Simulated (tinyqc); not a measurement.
A spin-degenerate level with charging energy between two leads, rate equations: relaxation from the empty dot.

States 0, up, down and 2 with energies 0, e1 - Ez/2, e1 + Ez/2 and 2 e1 + U. mu_L = +V/2, mu_R = -V/2 (meV), f(x) = 1/(1 + exp(x/kB T)). A transition that adds one electron of given spin at the energy E has the rate G f(E - mu) from each lead, and its reverse G [1 - f(E - mu)]. I counts electrons leaving the left lead, times q.

Explicit Euler step: p(new) = p + dt W p.

Stop when no probability changes by more than 1e-8 in a step, or after 60 steps.

Inputs (values chosen for the exercise):
- dt = 0.24 ns (time step)

W (1/ns):

|  | 0 | up | down | 2 |
|---|---|---|---|---|
| 0 | -9.20000 | 0.08500 | 0.08500 | 0.00000 |
| up | 4.60000 | -4.68497 | 0.00000 | 0.08503 |
| down | 4.60000 | 0.00000 | -4.68497 | 0.08503 |
| 2 | 0.00000 | 4.59997 | 4.59997 | -0.17006 |

p at the start: 0 1, up 0, down 0, 2 0

Course of the iteration:

| step | p(0) / 1e5 | p(up) / 1e5 | p(down) / 1e5 | p(2) / 1e5 | largest change |
|---|---|---|---|---|---|
| 1 | -0.00001 | 0.00001 | 0.00001 | 0.00000 | 2.21 |
| 2 | 0.00002 | -0.00001 | -0.00001 | 0.00002 | 2.71 |
| 3 | -0.00002 | 0.00002 | 0.00002 | -0.00001 | 3.38 |
| 4 | 0.00002 | -0.00002 | -0.00002 | 0.00003 | 4.22 |
| 5 | -0.00003 | 0.00003 | 0.00003 | -0.00002 | 5.27 |
| 6 | 0.00004 | -0.00004 | -0.00004 | 0.00005 | 6.58 |
| 7 | -0.00005 | 0.00005 | 0.00005 | -0.00004 | 8.22 |
| 8 | 0.00006 | -0.00006 | -0.00006 | 0.00007 | 10.3 |
| ... | ... | ... | ... | ... | ... |
| 53 | -1.25377 | 1.25378 | 1.25378 | -1.25377 | 2.26e5 |
| 54 | 1.56571 | -1.56571 | -1.56571 | 1.56572 | 2.82e5 |
| 55 | -1.95526 | 1.95526 | 1.95526 | -1.95525 | 3.52e5 |
| 56 | 2.44173 | -2.44173 | -2.44173 | 2.44174 | 4.40e5 |
| 57 | -3.04924 | 3.04924 | 3.04924 | -3.04923 | 5.49e5 |
| 58 | 3.80789 | -3.80789 | -3.80789 | 3.80790 | 6.86e5 |
| 59 | -4.75529 | 4.75529 | 4.75529 | -4.75528 | 8.56e5 |
| 60 | 5.93841 | -5.93841 | -5.93841 | 5.93841 | 1.07e6 |

Did this iteration meet its convergence test, and what does its course show?

No. The change grows and flips sign each step, and probabilities leave the range 0 to 1. The largest decay rate of W is 9.37 1/ns, so a step multiplies that mode by 1 - dt times the rate = -1.25, beyond -1; stability needs dt below 0.213 ns. In reruns, dt = 0.11 ns settles in 27 steps; implicit steps, p(new) = (1 - dt W)^(-1) p, at the original dt = 0.24 ns settle in 26 steps.

Range of the model: Rate equations need hbar G well below kB T; cotunnelling and the Kondo effect are left out.

tinyqc, about 0.01 s, one thread, Intel Xeon 2.30GHz (shared host): `OMP_NUM_THREADS=1 python tinyqc.py 2780129 2780130 out.jsonl`
